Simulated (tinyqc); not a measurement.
# Tunnelling through a gate dielectric, WKB transmission and Tsu-Esaki current: effect of the barrier height

Electrons leave the emitter at x = 0. Energies E (motion across the layers) are in eV from the emitter Fermi level; the collector Fermi level lies at -V and offers states at every E. No charge in the dielectric and no image force: F1 = V/t1, U = phi1 - F1 x. With C = hbar^2/(2 m0), kappa = sqrt(m (U - E)/C) where U > E and 0 elsewhere; T(E) = exp(-S), S = 2 times the integral of kappa over x.

Each layer adds (2/F) sqrt(m/C) [G(u at its left edge) - G(u at its right edge)] to S, with u = U - E (0 where negative) and G(u) = (2/3) u^1.5. J = J0 times the integral of T(E) N(E) dE, N = ln[(1 + exp(-E/Vt))/(1 + exp((-E - V)/Vt))], J0 = q^2 me m0 kB T/(2 pi^2 hbar^3) (times 1e-4 for A/cm^2 per eV), from E = -Ef to far above the barrier (T = 1 there), by quadrature converged to the digits shown.

Values chosen for this exercise; dielectric values close to those of silicon dioxide: temperature T = 350 K; Fermi energy of the emitter above its band bottom Ef = 3.7 eV; emitter mass in the supply function me = 1 m0; tunnelling mass of layer 1 m1 = 0.5 m0; thickness of layer 1 t1 = 2.5 nm; voltage across the dielectric V = 1.5 V.

Constants: q = 1.602176634e-19 C, kB = 1.380649e-23 J/K, hbar = 1.054571817e-34 J s, m0 = 9.1093837015e-31 kg, Vt = kB T/q, hbar^2/(2 m0) = 0.0380998212 eV nm^2. Results are converted to the units shown.

Effect of the barrier height:
```
phi1 (eV)  S at E = 0   T(E = 0)  J (A/cm^2)  mean E of the current (eV)
1.6             16.04   1.083e-7       20.57                     -0.1851
1.9             19.05   5.346e-9       1.417                     -0.2357
2.2             21.55  4.356e-10      0.1454                     -0.2720
2.5             23.77  4.745e-11     0.01898                     -0.3024
2.8             25.79  6.331e-12    0.002943                     -0.3292
3.1             27.65  9.844e-13    5.206e-4                     -0.3534
3.4             29.39  1.729e-13    1.024e-4                     -0.3756
3.7             31.03  3.356e-14    2.198e-5                     -0.3963
```

J falls from 20.6 to 2.20e-5 A/cm^2, on average 2.84 decades for each eV, while S rises from 16.0 to 31.0, as phi1^(0.79) over the table (a flat barrier gives 0.5, a triangular one 1.5).

Program tinyqc, `OMP_NUM_THREADS=1 python tinyqc.py 2540026 2540027 out.jsonl`; Intel Xeon 2.30GHz, shared host, one thread, about 0.02 s.
